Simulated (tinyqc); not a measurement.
Rectangular fin or nanosheet with a gate all round, subbands and threshold shift from confinement: two steps of the calculation.

Undoped body with a flat potential across it, hard walls, transport along x. Three valley pairs (g = 2 each) with the longitudinal mass along x, y or z. Non-parabolicity enters the subband edges through E (1 + al E) = gamma, so E = 2 gamma/(1 + sqrt(1 + 4 al gamma)); motion within a subband is taken as parabolic with the band-edge mass. Energies are counted from the bulk band edge.

Parameters, values chosen for the exercise; masses close to those of silicon:

| symbol | value | unit | meaning |
|---|---|---|---|
| T | 300 | K | temperature |
| ml | 0.9 | m0 | longitudinal mass |
| mt | 0.193 | m0 | transverse mass |
| al | 0 | 1/eV | non-parabolicity |
| t | 8.9 | nm | width (along y) |
| dl | 0 | nm | widening of the box by penetration into the insulator |
| H | 8.9 | nm | height (along z) |

Constants: q = 1.602176634e-19 C, kB = 1.380649e-23 J/K, hbar = 1.054571817e-34 J s, m0 = 9.1093837015e-31 kg, Vt = kB T/q, hbar^2/(2 m0) = 0.0380998212 eV nm^2. Results are converted to the units shown.

Question 1. Lowest subbands. gamma = C pi^2 [a^2/(my (t + dl)^2) + b^2/(mz (H + dl)^2)], C = hbar^2/(2 m0). List the 7 lowest, labelled by valley axis and quantum numbers, with degeneracy g and N_k: N_k = g sqrt(2 mx m0 kB T/(pi hbar^2)).

Find: E_k; g; N_k.

Answer 1.

```
subband	E_k (eV)	g	N_k (cm^-1)
y1,1	0.02987	2	4.083e6
z1,1	0.02987	2	4.083e6
y2,1	0.04570	2	4.083e6
z1,2	0.04570	2	4.083e6
x1,1	0.04919	2	8.818e6
y3,1	0.07207	2	4.083e6
z1,3	0.07207	2	4.083e6
```

Question 2. Threshold shift. Each subband has N_k = g sqrt(2 mx m0 kB T/(pi hbar^2)); without degeneracy n = exp(EF/Vt) sum N_k exp(-E_k/Vt). Classical value Nc times t H, Nc = sum over valleys of 2 g (m m0 kB T/(2 pi hbar^2))^1.5 with m = (mx my mz)^(1/3). Threshold shift dVT = Vt ln(classical value/sum N_k exp(-E_k/Vt)). Use the subbands listed.

```
subband	E_k (eV)	N_k (cm^-1)
y1,1	0.029871911	4.0833755e6
z1,1	0.029871911	4.0833755e6
y2,1	0.045696099	4.0833755e6
z1,2	0.045696099	4.0833755e6
x1,1	0.049194365	8.8178340e6
y3,1	0.072069744	4.0833755e6
z1,3	0.072069744	4.0833755e6
```

Find: shares; sum N_k exp(-E_k/Vt); Nc; classical value; dVT.

Answer 2.

shares, subband y1,1 to z1,3 (%): 22.232  22.232  12.054  12.054  22.736  4.346  4.346
sum N_k exp(-E_k/Vt) = 5.7839e6 cm^-1
Nc = 2.7568e19 cm^-3
classical value = 2.1836e7 cm^-1
dVT = 34.345 mV

Numbers from tinyqc (`OMP_NUM_THREADS=1 python tinyqc.py 2350086 2350087 out.jsonl`; about 0.2 s on one thread of a shared Intel Xeon 2.30GHz).
